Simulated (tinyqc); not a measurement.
Worked calculation: heterojunction of two tight-binding chains. Values are carried at full precision from step to step, so a last printed digit may differ when a step is redone from the rounded ones.

Left chain: hopping -t1, sites at 2 t1 (band bottom 0). Right chain: hopping -t2, sites at dE + 2 t2 (bottom dE). t = c/(m a^2), c = hbar^2/2m0. The bond across the interface is -tc with tc = f sqrt(t1 t2), and the last left site has the extra energy U. In a chain E = bottom + 2t (1 - cos(ka)); the surface Green function of a half chain is g = -exp(ika)/t, with Im k > 0 where cos(ka) > 1.

Constants: hbar^2/2m0 = 3.80998211 eV angstrom^2.

Values chosen for the exercise (masses and offset of the size met at InAs / GaSb; not measured data):
- a = 3 angstrom (site spacing)
- m1 = 0.028 m0 (mass on the left)
- m2 = 0.044 m0 (mass on the right)
- f = 1 (factor on the interface hopping)
- dE = 0.77 eV (band offset)
- E = 0.833 eV (electron energy)
- U = 0 eV (extra energy on the last left site)

## Hoppings

Form t1, t2 and tc.

t1 = 15.1190 eV
t2 = 9.6212 eV
tc = 12.0608 eV

## Wave numbers and velocities

The left chain has hopping t1 and band bottom 0, the right one t2 and dE. cos(ka) = 1 - (E - bottom)/(2t); dE/dk = 2 t a sin(ka).

ka (rad): left 0.23527, right 0.08094

dE/dk (eV angstrom): left 21.1458, right 4.6674

## Self-energies on the last left site

Hoppings t1 (left), t2 (right), tc (interface); g is the surface Green function of a half chain. The rest of the left chain gives S1 = t1^2 g1 = -t1 exp(i k1 a); the right chain gives S2 = tc^2 g2 = -(tc^2/t2) exp(i k2 a).

S1 = -14.70248-3.52429i eV
S2 = -15.06948-1.22243i eV

## Transmission

The last site of the left chain has energy 2 t1 + U, and S1, S2 are the self-energies of the two half chains on it. G = 1/(E - 2 t1 - U - S1 - S2); T = 4 Im(S1) Im(S2) |G|^2.

G = 0.0162-0.2094i 1/eV
T = 0.7603

A fraction 0.2397 is reflected although the electron lies above the step.

## Checks

- T from the Green function against 1 - |r|^2 from matching plane waves: both 0.760290.

Run: tinyqc, `OMP_NUM_THREADS=1 python tinyqc.py 1452083 1452084 out.jsonl`; Intel(R) Xeon(R) Processor @ 2.30GHz, one thread, shared host; about 0.01 s of CPU time with all checks.
